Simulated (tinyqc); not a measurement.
Tight binding, honeycomb lattice, step by step. One step of it, computed by the program tinyqc.

Question. Bloch Hamiltonian at k. H_AB = -t1 (1 + exp(-i k.a1) + exp(-i k.a2)); H_AA = delta - 2 t2 sum cos(k.b + phi), H_BB = -delta - 2 t2 sum cos(k.b - phi), b = a1, a2 - a1, -a2.

Parameters chosen for this model:
```
parameter     value                        unit
t1         1.170000                 eV, nearest
t2         0.340000       eV, second neighbours
phi        1.570000  rad, phase of t2 (Haldane)
delta             0          eV, +/- on A and B
```

k point k (fractions of the reciprocal vectors): [0.230000, 0.120000]

Give: H(k) at k.

Answer.

H(k) at k (eV), order A, B:
$$\begin{pmatrix}
-0.2252 & -2.1695+1.9617i \\
-2.1695-1.9617i & 0.2234
\end{pmatrix}$$
